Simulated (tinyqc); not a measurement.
Shape of the cross-section: round or elliptic silicon nanowire with anisotropic valleys (Ritz method).

Wire along x = [110] on a (001) wafer, y = [-110], z = [001]. Valley groups (w = inverse masses): A, two valleys along z: w_y = 1/mt, w_z = 1/ml, m_x = mt; B, four valleys in the wafer plane: w_y = (1/ml + 1/mt)/2, w_z = 1/mt, m_x = (ml + mt)/2.

Constants: hbar^2/2m0 = 3.80998211 eV angstrom^2.

Inputs chosen for the exercise (near those of a Si nanowire; not measured data): ml = 0.924 m0 (longitudinal mass); mt = 0.191 m0 (transverse mass); area = 33.1 nm^2 (cross-section, kept fixed); hw = 2 (height over mean width).

Equal area, hard walls, lowest level of -c (w_y d2/dy2 + w_z d2/dz2), c = hbar^2/2m0. Rectangle W x H with H/W = hw; ellipse with b/a = hw; trapezoid of height H, base W/0.8 and top 0.6 of the base; isosceles triangle of height H and base 2W. Ellipse, trapezoid and triangle by converged Ritz bases; 1 nm^2 = 100 angstrom^2.

Levels:

| shape | A (eV) | B (eV) | B - A (meV) |
|---|---|---|---|
| rectangle | 0.1251 | 0.1015 | -23.6 |
| ellipse | 0.1088 | 0.0929 | -15.8 |
| trapezoid | 0.1126 | 0.1021 | -10.5 |
| triangle | 0.0765 | 0.1070 | 30.5 |

W = 40.7 angstrom
H = 81.4 angstrom

For group A the order is triangle, ellipse, trapezoid, rectangle, spanning 63 %. For group B the order is ellipse, rectangle, trapezoid, triangle, spanning 15 %. The ellipse lies below the rectangle for both groups, since corners hold little of the wave function. The triangle is lowest for A, whose light mass lies across the width and gains from the wide base. The spacing B - A of the valley groups runs from -24 to 31 meV.

tinyqc: `OMP_NUM_THREADS=1 python tinyqc.py 1251362 1251363 out.jsonl`; about 0.07 s, one thread, shared Intel(R) Xeon(R) Processor @ 2.30GHz.
